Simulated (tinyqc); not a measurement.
Switching field against angle and time: single-domain magnet: Stoner-Wohlfarth switching, Neel-Arrhenius retention, LLG dynamics and spin torque. Computed by tinyqc, a small Python program. Command: `OMP_NUM_THREADS=1 python tinyqc.py 3003423 3003424 out.jsonl macro walk`. One thread of a shared host (Intel(R) Xeon(R) Processor @ 2.30GHz), about 0.01 s of CPU time with the checks.

The moment is uniform, with unit vector m; z is the easy axis. mu_0 = 1.25663706212e-6 T m/A, gamma = 1.76085963023e11 rad/(s T).

Inputs (values chosen for the exercise, for a model magnet):
```
quantity,value,unit
saturation magnetisation M_s,442,kA/m
diameter d,66,nm
thickness t,1.4,nm
interface anisotropy K_i,0.189,mJ/m^2
bulk anisotropy K_u,55,kJ/m^3
exchange stiffness A,14,pJ/m
temperature T,300,K
attempt frequency f0,1,GHz
waiting time t_w,1,s
```

Shape: thin disc, easy axis normal to it.

Constants: k_B = 1.380649e-23 J/K.

Method:
- The disc is treated as an oblate spheroid with p = t/d: N_z = [1 - p arccos(p)/sqrt(1 - p^2)]/(1 - p^2); V = pi d^2 t/4; K_eff = K_u + K_i/t + K_shape, K_shape = -(mu_0 M_s^2/4)(3 N_z - 1); mu_0 H_K = 2 K_eff/M_s.
- Delta = K_eff V/(k_B T); tau = exp(Delta)/f0; probability of a flip within t_w: P = 1 - exp(-t_w/tau). Wall width parameter sqrt(A/K_eff); a two-domain state costs 4 sqrt(A K_eff) times the cross-section that the wall cuts (d t).
- Energy over K_eff V: e(theta) = sin^2(theta) + 2 h cos(theta - psi) for m at the angle theta from +z and a field that points at psi from -z (it pulls m away from +z towards negative theta); h_sw = (cos^(2/3) psi + sin^(2/3) psi)^(-3/2).
- Switching field at T: the h at which the exact barrier equals ln(f0 t_w/ln 2) k_B T (0 if the zero-field barrier is lower). Sharrock form: h_sw [1 - (ln(f0 t_w/ln 2)/Delta)^(1/n)], n = 0.86 + 1.14 h_sw.

stability factor Delta = 84.6733

Fields over H_K:
```
psi (degrees),h_sw at T = 0,"thermal, exact barrier","thermal, Sharrock form"
1,0.90707,0.48651,0.47164
10,0.67381,0.39966,0.38689
20,0.57365,0.34921,0.34461
30,0.52402,0.32230,0.32212
45,0.50000,0.30891,0.31084
60,0.52402,0.32230,0.32212
75,0.61466,0.37055,0.36240
89,0.90707,0.48651,0.47164
```

At T = 0 the field is least at 45 degrees, H_K/2, and symmetric about it. Thermal help lowers it to 54 % at 1 degree and 62 % at 45 degrees; the Sharrock form misses the exact barrier by at most about 0.015 H_K, at psi = 1 (and its mirror angle). Caution: a flat cylinder has a smaller N_z than the spheroid of the same t/d, so K_eff of a real disc is larger.

Extremes, crossings and ranges named in words are read from the listed rows.
